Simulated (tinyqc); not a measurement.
# Donor binding, ionisation and the Mott limit, step by step

Numbers from tinyqc (`OMP_NUM_THREADS=1 python tinyqc.py 2330108 2330109 out.jsonl`; about 0.02 s on one thread of a shared Intel Xeon 2.30GHz). Printed values are rounded.

Hydrogenic donor: Ry = (m0 q^3/(8 eps0^2 h^2)) me/eps_r^2 in eV, E0 = cc Ry, radius a = q/(8 pi eps0 eps_r E0), Mott density Nm = (0.26/a)^3. Below Nm the level sinks as Ed = E0 [1 - (N/Nm)^(1/3)]. Neutrality: Nc F12(eta) = N/(1 + 2 exp(eta + Ed/kB T)), F12(x) = (2/sqrt(pi)) int_0^infinity sqrt(u)/(1 + exp(u - x)) du.

Parameters, values chosen for the exercise; band and dielectric values close to those of germanium:
```
symbol  value   unit                                                  meaning
T         100      K                                              temperature
eps_r    15.9                                           relative permittivity
me       0.12     m0  mass in the hydrogenic formula, set independently of Nc
Nc       2e18  cm^-3               conduction-band density of states at 100 K
cc          1          ratio of the true binding energy to the hydrogenic one
N        1e15  cm^-3                                            donor density
```

Constants: q = 1.602176634e-19 C, kB = 1.380649e-23 J/K, eps0 = 8.8541878128e-12 F/m, h = 6.62607015e-34 J s, m0 = 9.1093837015e-31 kg, Vt = kB T/q. Results are converted to the units shown.

Range of the model: A sharp level with degeneracy 2 overstates freeze-out near Nm, where the impurity band broadens and merges with the conduction band.

## Binding energy, radius and Mott density

The mean spacing of the donors is N^(-1/3).

Ry = 6.45814 meV
E0 = 6.45814 meV
a = 7.01160 nm
Nm = 5.09881e16 cm^-3
spacing over a = 14.2621
Ed = 4.71653 meV

## Ionisation

Solve the neutrality equation for eta. Boltzmann form: with k = (Nc/2) exp(-Ed/kB T) the ionised share is [-k + sqrt(k^2 + 4 k N)]/(2 N).

eta = -7.60245
ionised share = 99.8277 %
n = 9.98277e14 cm^-3
ionised share, Boltzmann form = 99.8277 %

With the level held at E0 the share would be 99.8 %.
